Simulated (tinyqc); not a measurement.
# Small-signal admittance of a forward-biased p+-n diode: effects of single changes

Holes injected into a neutral base of width wb with an ohmic contact at its end; low injection, p0 far above the equilibrium density. A small voltage v exp(i w t), w = 2 pi f, modulates the edge density by p0 v/Vt, and the small-signal density obeys Dp d2p/dx2 = (1/tau + i w) p.

Inputs (values chosen for the exercise); permittivity close to that of silicon:

| symbol | value | unit | meaning |
|---|---|---|---|
| T | 275 | K | temperature |
| eps_r | 11.7 |  | relative permittivity |
| Nd | 2.5e16 | cm^-3 | donor density of the base |
| Dp | 4.7 | cm^2/s | hole diffusion coefficient |
| tau | 4e-7 | s | hole lifetime |
| wb | 25 | um | width of the neutral base |
| p0 | 3.2e14 | cm^-3 | excess hole density at the junction edge |
| Na | 3e19 | cm^-3 | acceptor density of the p+ side |
| Rs | 0.0025 | ohm cm^2 | series resistance |
| f | 34000 | Hz | signal frequency |

Constants: q = 1.602176634e-19 C, kB = 1.380649e-23 J/K, Vt = kB T/q, eps0 = 8.8541878128e-14 F/cm where lengths are in cm. Results are converted to the units shown.

Each table varies one quantity; the others keep the values above.

## Admittance against frequency

L = sqrt(Dp tau); direct current J = (q Dp p0/L) coth(wb/L); k = sqrt(1 + i w tau)/L; diffusion admittance Y = (q Dp p0/Vt) k coth(k wb) = G + i w C_diff; junction capacitance C_j = sqrt(q eps0 eps_r Nd/(2 Vr)) in the depletion approximation, with the remaining barrier Vr = Vt ln(Na/p0), a rough value under forward bias; base-width modulation is left out. Measured admittance 1/[Rs + 1/(Y + i w C_j)].

The same in every row: C_j (uF/cm^2) = 0.08745.

Admittance against frequency:

| f (Hz) | w tau | G (S/cm^2) | C_diff (uF/cm^2) | measured G (S/cm^2) | measured C (uF/cm^2) | phase of the measured Y (degrees) |
|---|---|---|---|---|---|---|
| 1000 | 0.002513 | 7.813 | 1.265 | 7.664 | 1.301 | 0.06113 |
| 6000 | 0.01508 | 7.813 | 1.265 | 7.664 | 1.301 | 0.3668 |
| 20000 | 0.05027 | 7.814 | 1.265 | 7.665 | 1.301 | 1.222 |
| 1e5 | 0.2513 | 7.841 | 1.263 | 7.692 | 1.299 | 6.055 |
| 4e5 | 1.005 | 8.243 | 1.227 | 8.102 | 1.261 | 21.37 |
| 2e6 | 5.027 | 12.97 | 0.8520 | 12.88 | 0.8807 | 40.67 |
| 7e6 | 17.59 | 22.63 | 0.4861 | 22.76 | 0.5119 | 44.69 |
| 3e7 | 75.40 | 45.84 | 0.2400 | 47.87 | 0.2586 | 45.52 |
| 1e8 | 251.3 | 83.30 | 0.1320 | 93.87 | 0.1390 | 42.94 |

G starts at J/Vt = 7.81 S/cm^2 and C_diff at (J tau/(2 Vt))(1 - 2 x/sinh 2x) = 1.27 uF/cm^2, x = wb/L = 1.82. Between the last two rows G goes as f^(0.50) and C_diff as f^(-0.50); the limits are 1/2 and -1/2, reached when the signal penetrates only sqrt(Dp/w). The measured C is 3.8 % below C_diff + C_j in the first row and 37 % below it in the last, the difference being due to Rs.

## Effect of the width of the neutral base

Same model as above.

The same in every row: w tau = 0.08545; C_j (uF/cm^2) = 0.08745.

Results:

| wb (um) | G (S/cm^2) | C_diff (uF/cm^2) | measured G (S/cm^2) | measured C (uF/cm^2) | phase of the measured Y (degrees) |
|---|---|---|---|---|---|
| 0.69 | 147.5 | 0.04974 | 107.8 | 0.07323 | 0.008318 |
| 1.4 | 72.88 | 0.1008 | 61.65 | 0.1347 | 0.02674 |
| 5.3 | 20.13 | 0.3748 | 19.17 | 0.4190 | 0.2676 |
| 11 | 11.15 | 0.7310 | 10.85 | 0.7746 | 0.8742 |
| 21 | 8.146 | 1.161 | 7.983 | 1.199 | 1.838 |
| 42 | 7.454 | 1.449 | 7.318 | 1.481 | 2.475 |
| 82 | 7.423 | 1.482 | 7.288 | 1.512 | 2.538 |

Estimate the missing row, wb = 2.7 um.

Computed row:

| wb (um) | G (S/cm^2) | C_diff (uF/cm^2) | measured G (S/cm^2) | measured C (uF/cm^2) | phase of the measured Y (degrees) |
|---|---|---|---|---|---|
| 2.7 | 38.15 | 0.1937 | 34.83 | 0.2343 | 0.08236 |

With this row back in the table: As wb goes from 0.69 to 82, G falls from 147 to 7.42 S/cm^2, C_diff rises from 0.0497 to 1.48 uF/cm^2 and the measured C rises from 0.0732 to 1.51 uF/cm^2. C_diff exceeds C_j for wb = 1.4, 2.7, 5.3, 11, 21, 42, 82.

tinyqc, about 0.01 s, one thread, Intel Xeon 2.30GHz (shared host): `OMP_NUM_THREADS=1 python tinyqc.py 2890188 2890189 out.jsonl`
